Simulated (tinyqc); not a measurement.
Energy relaxation with and without hot phonons: decay of LO phonons and the hot-phonon bottleneck in the cooling of electrons. Computed by tinyqc, a small Python program. Command: `OMP_NUM_THREADS=1 python tinyqc.py 3002819 3002820 out.jsonl hotphonon walk`. One thread of a shared host (Intel(R) Xeon(R) Processor @ 2.30GHz), about 0.01 s of CPU time with the checks.

n(E, T) = 1/(exp(E/(k_B T)) - 1) is the Bose occupation. Electrons have a temperature T_e; the LO modes within their reach share one occupation N; the decay products stay at the lattice temperature.

Inputs (values chosen for the exercise, modelled on silicon carbide): LO energy hbar omega = 121 meV; lifetime at T = 0, tau_0 = 3.5 ps; share f of the energy in the softer product = 0.4; lattice temperature T = 250 K; electron mass m* = 0.362 m_0; eps_inf = 6.4; static dielectric constant eps_s = 9.93; electron density n = 4e+18 1/cm^3; density of LO modes that the electrons reach, N_m = 1.1e+19 1/cm^3.

Decay channel: two unequal phonons (Ridley).

Constants: k_B = 8.617333262e-05 eV/K; c = 299792458 m/s; e^2/(4 pi eps_0) = 14.39964548 eV angstrom; hbar^2/(2 m_0) = 3.80998212 eV angstrom^2; hbar = 6.582119569e-16 eV s; e = 1.602176634e-19 C; k_B = 1.380649e-23 J/K.

Method:
- Decay rate 1/tau = (1/tau_0) [1 + n(f hbar omega) + n((1 - f) hbar omega)].
- Full width Gamma = 1/(2 pi c tau) in 1/cm, c in cm/s.
- Froehlich coupling alpha = (e^2/(4 pi eps_0)) (1/eps_inf - 1/eps_s) k_0/(2 hbar omega), k_0 = sqrt(m* hbar omega/(hbar^2/(2 m_0))); emission time tau_sp = hbar/(2 alpha hbar omega); bottleneck ratio r = (n/N_m) tau/tau_sp.
- Net emission per electron: [(N + 1) x - N]/tau_sp with x = exp(-hbar omega/(k_B T_e)), a simple two-level balance; steady state of the modes: n [(N + 1) x - N]/tau_sp = N_m (N - N_0)/tau; power per electron P = hbar omega [(N + 1) x - N]/tau_sp.
- P(T_e) = (hbar omega/tau_sp) [(N_0 + 1) x - N_0]/[1 + r (1 - x)], and r = 0 without hot phonons; energy relaxation time tau_E = (3/2) k_B (T_e - T)/P.

emission time tau_sp = 7.67508 fs

equilibrium LO occupation N_0 = 0.00365031

bottleneck ratio r = 143.712

phonon lifetime tau = 3.03325 ps

Cooling:
```
T_e (K)  P, cold phonons (nW)  P, hot phonons (nW)   ratio  tau_E (ps)          N
280                    7.6100             0.052936  143.76      11.737  0.0066622
330                    26.761              0.18757  142.67      8.8329   0.014322
400                    66.544              0.47390  140.42      6.5551   0.030613
550                    188.13               1.4090  133.52      4.4095   0.083815
750                    380.64               3.1045  122.61      3.3355    0.18028
1050                   656.39               6.1357  106.98      2.7002    0.35275
1550                   1015.4               11.722  86.627      2.2968    0.67056
2250                   1349.0               19.921  67.717      2.0792     1.1371
```

Reabsorption cuts the loss by a factor 144 at the lowest T_e and 67.7 at the highest; the factor is 1 + r (1 - x) with r = 144. tau_E runs from 12 to 2.1 ps, with its shortest value, 2.1 ps, at T_e = 2250 K, against tau_sp = 7.7 fs and a phonon lifetime of 3.0 ps. For r (1 - x) much above 1 the loss tends to hbar omega (N_m/n)(n(hbar omega, T_e) - N_0)/tau, in which tau_sp no longer appears. Pauli blocking is left out, as are upper valleys and non-parabolic bands, which can matter above about 1000 K.

Extremes, crossings and ranges named in words are read from the listed rows.
